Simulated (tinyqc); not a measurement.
Frequency dispersion of an accumulation capacitance by border traps, distributed model: one step of the calculation.

Traps spread evenly through the insulator exchange electrons with the semiconductor by tunnelling, with tau(x) = t0 exp(2 ka x) at depth x from the interface. The admittance per area Y seen at depth x obeys dY/dx = -Y^2/(i w eps0 eox) + q Nb ln(1 + i w tau)/tau, with Y(0) = i w Cs and w = 2 pi f; the gate sees Y(tox) = G + i w C. Working variable y = Y/(i w), in uF/cm^2. Cox = eps0 eox/tox.

Task. Scales and lumped estimate. Cox; trap-free value 1/(1/Cox + 1/Cs); response depth d = ln(1/(w t0))/(2 ka), where w tau = 1; lumped estimate: all traps within d act as C_bt = q Nb d placed at d/2, so C = 1/{1/[1/(1/Cs + d/(2 eps0 eox)) + C_bt] + (tox - d/2)/(eps0 eox)}.

Values chosen for this exercise; permittivity close to that of hafnium oxide:
```
symbol,value,unit,meaning
eox,18.9,,relative permittivity of the insulator
tox,8.9,nm,insulator thickness
Cs,0.78,uF/cm^2,semiconductor capacitance in accumulation
Nb,6.5e18,cm^-3 eV^-1,density of border traps
ka,4.7,1/nm,decay constant of the wave function in the insulator
t0,2e-11,s,time constant of a trap at the interface
f,10000,Hz,frequency
```

Constants: q = 1.602176634e-19 C, eps0 = 8.8541878128e-14 F/cm where lengths are in cm. Results are converted to the units shown.

Find: Cox; trap-free C; d; C_bt; lumped C.

Result.

Cox = 1.8803 uF/cm^2
trap-free C = 0.55130 uF/cm^2
d = 1.4454 nm
C_bt = 0.15053 uF/cm^2
lumped C = 0.62755 uF/cm^2

The traps within reach amount to 0.193 Cs and lie in the first 16.2 % of the insulator.

Numbers from tinyqc (`OMP_NUM_THREADS=1 python tinyqc.py 2202186 2202187 out.jsonl`; about 0.5 s on one thread of a shared Intel Xeon 2.30GHz).
